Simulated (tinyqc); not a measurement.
One level coupled to a phonon between two leads, self-consistent Born approximation: effect of the level position.

Wide-band leads with mu_L = +V/2 and mu_R = -V/2; phonons in equilibrium, Nq = 1/(exp(w0/kB T) - 1). Scattering links only energies that differ by w0, so a ladder E_k = E1 + k w0 closes on itself; terms that reach past its ends are dropped. Gn and Gp are the electron and hole parts of the spectral function A = Gn + Gp.

|G|^2 = 1/[(E - ed)^2 + (GL + GR + Sin + Sout)^2/4], Gn = |G|^2 (GL fL + GR fR + Sin), Gp = |G|^2 (GL (1 - fL) + GR (1 - fR) + Sout), f = 1/(1 + exp((E - mu)/kB T)). Sin(E) = M^2 [(Nq + 1) Gn(E + w0) + Nq Gn(E - w0)], Sout(E) = M^2 [(Nq + 1) Gp(E - w0) + Nq Gp(E + w0)]. Spectral currents into the level: iL = GL [fL Gp - (1 - fL) Gn], iR = GR [fR Gp - (1 - fR) Gn]. Here E - ed is replaced by E - ed - R(E), with the real part R(E) = (1/2 pi) P int [Sin + Sout](y) dy/(E - y). The total for one spin is I = (q/h) times the integral of iL over all E (all ladders, each long enough that its ends do not matter); the power given to phonons is (1/h) times the integral of E (iL + iR).

Values chosen for this exercise: temperature of leads and phonons T = 300 K; phonon energy w0 = 120 meV; coupling to the left lead GL = 48 meV; coupling to the right lead GR = 53 meV; electron-phonon matrix element M = 52 meV; bias V = 341 mV.

Constants: q = 1.602176634e-19 C, kB = 1.380649e-23 J/K, h = 6.62607015e-34 J s, Vt = kB T/q. Results are converted to the units shown.

Results:
```
ed (meV),I (uA),I without phonons (uA),ratio of the two,power to phonons (nW),share of I V (%)
0,4.730,4.910,0.9634,98.65,6.116
59,4.534,4.723,0.9599,85.91,5.557
118,3.888,3.999,0.9722,58.27,4.395
176,2.728,2.629,1.038,30.46,3.274
294,0.7364,0.6539,1.126,3.128,1.246
353,0.4102,0.3777,1.086,0.9923,0.7095
412,0.2632,0.2493,1.056,0.4125,0.4595
470,0.1872,0.1802,1.039,0.2107,0.3301
```

Estimate the missing row, ed = 235 meV.

Computed row:
```
ed (meV),I (uA),I without phonons (uA),ratio of the two,power to phonons (nW),share of I V (%)
235,1.480,1.317,1.124,10.99,2.177
```

With this row back in the table: I falls from 4.73 to 0.187 uA as the level leaves the window |E| < 170.5 meV; the ratio to the current without phonons moves up and down between 0.960 and 1.13. The power to phonons falls from 98.6 to 0.211 nW.

Range of the model: The self-consistent Born approximation keeps only non-crossing phonon lines and no Hartree shift; it is rough once the coupling nears the phonon energy.

Numbers from tinyqc (`OMP_NUM_THREADS=1 python tinyqc.py 2720121 2720122 out.jsonl`; about 0.1 s on one thread of a shared Intel Xeon 2.30GHz).
